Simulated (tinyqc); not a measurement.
# Solubility, supersaturation, precipitation and gettering of an impurity in a silicon-like host, step by step

A worked calculation. Computed by tinyqc, a small Python program that keeps every step. Command: `OMP_NUM_THREADS=1 python tinyqc.py 3005529 3005530 out.jsonl ripen walk`. One thread of a shared host (Intel(R) Xeon(R) Processor @ 2.30GHz), about 0.01 s of CPU time with the checks. Intermediate numbers are printed to about 5 digits and carried at full precision; extremes and crossings named in words are read from the listed rows.

The wafer was saturated at T1 and is then held at T.

Inputs (values chosen for the exercise, modelled on copper in silicon): site density N0 = 5e+22 1/cm^3; enthalpy of solution H = 1.5 eV; entropy of solution S = 2.6 k_B; diffusion prefactor D0 = 0.0041 cm^2/s; migration energy Q = 0.442 eV; temperature of saturation T1 = 1200 K; anneal temperature T = 721 K; sink density n = 1e+07 1/cm^3; initial sink radius r0 = 16 nm; impurity density in the precipitate C_p = 2.3e+22 1/cm^3; interface energy gamma = 0.49 J/m^2; anneal time t = 120 s; wafer thickness w = 775 micrometre.

Gettering: relaxation gettering at sinks.

Constants: k_B = 8.617333262e-05 eV/K; k_B = 1.380649e-23 J/K.

## Solubility, diffusivity, supersaturation

C_eq(T) = N0 exp(S/k_B - H/(k_B T)); D(T) = D0 exp(-Q/(k_B T)); C0 = C_eq(T1). Supersaturation s = C0/C_eq(T); critical radius r* = 2 gamma/(C_p k_B T ln s); barrier W* = (4 pi/3) gamma r*^2. Strain energy is left out.

C0 = 3.3761e+17 1/cm^3

C_eq(T) = 2.2037e+13 1/cm^3

D(T) = 3.3359e-06 cm^2/s

supersaturation s = 15320

critical radius r* = 0.44416 nm

W*/(k_B T) = 40.677

Sinks of radius r0 are above r* and grow.

## Ham's law for sinks of fixed radius

tau0 = 1/(4 pi n r0 D); C_fixed(t) = C_eq + (C0 - C_eq) exp(-t/tau0). If all excess precipitates, the final radius is r_f = [r0^3 + 3 (C0 - C_eq)/(4 pi n C_p)]^(1/3), with tau_f = 1/(4 pi n r_f D).

tau0 = 1490.9 s

C_fixed(t) = 3.1150e+17 1/cm^3

final radius r_f = 705.00 nm

tau_f = 33.837 s

The sinks grow 44.1 times, so the fixed radius underrates the later rate.

## Growing precipitates

Growing sinks: with y = r/r_f and y0 = r0/r_f, dy/dt = (1 - y^3)/(3 tau_f y), which integrates to t/tau_f = F(y) - F(y0), F(y) = (1/2) ln[(1 + y + y^2)/(1 - y)^2] - sqrt(3) arctan[(2y + 1)/sqrt(3)]; the share of the excess left is (1 - y^3)/(1 - y0^3), and C(t) = C_eq + (C0 - C_eq) x share.

radius at t = 690.80 nm

share of the excess left = 0.059230

C(t) with growing sinks = 2.0017e+16 1/cm^3

94.1 % of the excess has precipitated.

## Denuded zone

Near a surface held at C_eq(T) the excess decays by out-diffusion over sqrt(D t) and by capture over L_s = sqrt(D tau_f) = (4 pi n r_f)^(-1/2); the shorter length sets the depth from which the surface draws.

sqrt(D t) = 200.08 micrometre

capture length L_s = 106.24 micrometre

L_s/w = 0.13709

The sinks catch the impurity before it reaches a surface, except within L_s of it.

## The best anneal temperature for the time t

C_eq(T) = N0 exp(S/k_B - H/(k_B T)); D(T) = D0 exp(-Q/(k_B T)); C0 = C_eq(T1). r_f = [r0^3 + 3 (C0 - C_eq)/(4 pi n C_p)]^(1/3), tau_f = 1/(4 pi n r_f D).

Dissolved share after t:
```
T (K)     C_eq/C0  tau_f (s)     C(t)/C0
540    1.9968e-08     367.25  9.0393e-01
624    1.5306e-06     102.25  5.2199e-01
720    6.3123e-05      34.17  6.1347e-02
816    1.0850e-03      14.79  1.7105e-03
912    1.0247e-02       7.65  1.0248e-02
1008   6.3103e-02       4.56  6.3103e-02
1092   2.3820e-01       3.30  2.3820e-01
1152   5.4640e-01       3.08  5.4640e-01
```

The lowest dissolved share among these rows is 0.0017 at 816 K. Above it solubility sets the floor; below it diffusion is too slow for this time. Solubility falls with H = 1.5 eV and diffusion with Q = 0.442 eV.

Checks made by the program: radius against numerical integration (relative difference 1e-10).
